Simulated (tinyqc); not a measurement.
Kane-Mele model of a buckled honeycomb layer in a normal field: one step. Levels and curvature at distance q. Two cases, with inputs chosen for the exercise.

Task: E = sqrt(m^2 + (hbar v q)^2); curvature of the filled band Omega = tau (hbar v)^2 m/(2 E^3).

Sublattices A and B lie at +/-b, so the field gives them the energies +/-D, D = e b Ez (in eV for b in angstrom and Ez in V/angstrom); 2 lam is the gap at zero field. Near the valleys tau = +/-1, for spin sz = +/-1: H = hbar v (tau qx sx + qy sy) + m sz_AB with m = D - tau sz lam, hbar v = (sqrt3/2) a t. On the lattice the spin-orbit term is the second-neighbour hopping i (lam/3 sqrt3) nu sz, nu = +/-1 by the sense of the turn. The filled band of one cone contributes tau sign(m)/2 to the Chern number, in the sense Omega = curl of i<u|grad u>. Rashba terms are left out.

Case 1.

Values chosen: q = 0.016 1/angstrom (distance from K along x).

Flavours:
```
tau  sz    m (meV)   gap (meV)  mass (m0)  share of C
1     1  270.00000   540.00000  0.2753239       0.500
1    -1  690.00000  1380.00000  0.7036054       0.500
-1    1  690.00000  1380.00000  0.7036054      -0.500
-1   -1  270.00000   540.00000  0.2753239      -0.500
```

hbar v = 2.733609 eV angstrom

Case 2.

Values chosen (out of a larger set: of the size used for germanene; not measured data): q = 0.0025 1/angstrom (distance from K along x).

Flavours:
```
tau  sz    m (meV)  gap (meV)  mass (m0)  share of C
1     1  -19.47000   38.94000  0.0065905      -0.500
1    -1   46.53000   93.06000  0.0157502       0.500
-1    1   46.53000   93.06000  0.0157502      -0.500
-1   -1  -19.47000   38.94000  0.0065905       0.500
```

hbar v = 4.744607 eV angstrom

Give: At q.

Result:

Case 1.

At q:
```
tau  sz  E (meV)  Omega (angstrom^2)
1     1  273.520               49.30
1    -1  691.385               7.801
-1    1  691.385              -7.801
-1   -1  273.520              -49.30
```

In each valley the two spins differ by 417.865 meV, with opposite order in the other valley.

Case 2.

At q:
```
tau  sz  E (meV)  Omega (angstrom^2)
1     1   22.799          -1.849e+04
1    -1   48.018                4730
-1    1   48.018               -4730
-1   -1   22.799           1.849e+04
```

In each valley the two spins differ by 25.219 meV, with opposite order in the other valley.

Computed by tinyqc, one run a case: `OMP_NUM_THREADS=1 python tinyqc.py N N+1 out.jsonl` with N = 1480105, 1480114; one thread of a shared Intel(R) Xeon(R) Processor @ 2.30GHz, about 0.2 s a run at most.
